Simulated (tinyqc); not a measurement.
Capacitances against the line height.

Endless row of lines of width wl, height tl and space sl between grounded planes at distance hd; e2 fills the gaps beside the lines, e1 the rest. Laplace's equation is solved on meshes of 3, 6 and 12 steps per unit u and extrapolated (Aitken), which is good to about 0.2 %. C_even (all lines at 1 V) is the capacitance Cg to the planes; C_odd (neighbours in antiphase) = Cg + 4 Cc if only nearest neighbours couple, which defines Cc; total with quiet neighbours Cg + 2 Cc. Plate values 2 eps0 e1 wl/hd and eps0 e2 tl/sl.

Parameters, values chosen for the exercise:
```
symbol,value,unit,meaning
e1,2.4,,relative permittivity above and below the lines
e2,1,,relative permittivity between the lines
wl,4,u,"line width, in units u"
sl,8,u,space between lines
hd,8,u,distance to each plane
```

Constants: eps0 = 8.8541878128e-12 F/m. Results are converted to the units shown.

The same in every row: plate Cg (aF/um) = 21.3.

Result of one run:

| tl (u) | Cg (aF/um) | Cc (aF/um) | Cg + 2 Cc (aF/um) | C_odd (aF/um) | plate Cc (aF/um) | share of coupling, 2 Cc/(Cg + 2 Cc) (%) |
|---|---|---|---|---|---|---|
| 8 | 53.5 | 13.4 | 80.2 | 107 | 8.85 | 33.3 |

What becomes of these results when the line height tl is changed from 8 to 4 u, all else the same?

Result of the changed run:

| tl (u) | Cg (aF/um) | Cc (aF/um) | Cg + 2 Cc (aF/um) | C_odd (aF/um) | plate Cc (aF/um) | share of coupling, 2 Cc/(Cg + 2 Cc) (%) |
|---|---|---|---|---|---|---|
| 4 | 52.5 | 9.15 | 70.8 | 89.1 | 4.43 | 25.9 |

The whole series:

| tl (u) | Cg (aF/um) | Cc (aF/um) | Cg + 2 Cc (aF/um) | C_odd (aF/um) | plate Cc (aF/um) | share of coupling, 2 Cc/(Cg + 2 Cc) (%) |
|---|---|---|---|---|---|---|
| 2 | 51.1 | 7.17 | 65.4 | 79.8 | 2.21 | 21.9 |
| 4 | 52.5 | 9.15 | 70.8 | 89.1 | 4.43 | 25.9 |
| 6 | 53.2 | 11.2 | 75.6 | 98.0 | 6.64 | 29.7 |
| 8 | 53.5 | 13.4 | 80.2 | 107 | 8.85 | 33.3 |
| 12 | 53.7 | 17.7 | 89.2 | 125 | 13.3 | 39.8 |
| 16 | 53.7 | 22.1 | 98.0 | 142 | 17.7 | 45.2 |

As tl goes from 2 to 16, Cg rises from 51.1 to 53.7 aF/um, Cc rises from 7.17 to 22.1 aF/um and the share of coupling rises from 21.9 to 45.2 %. Cg is 2.40 times its plate value in the first row and 2.53 times in the last; for Cc the ratios are 3.24 and 1.25. Neighbours in antiphase raise the load by a factor of 1.22 and 1.45 over quiet ones.

Program tinyqc, `OMP_NUM_THREADS=1 python tinyqc.py 2790104 2790105 out.jsonl`; Intel Xeon 2.30GHz, shared host, one thread, about 1 s.
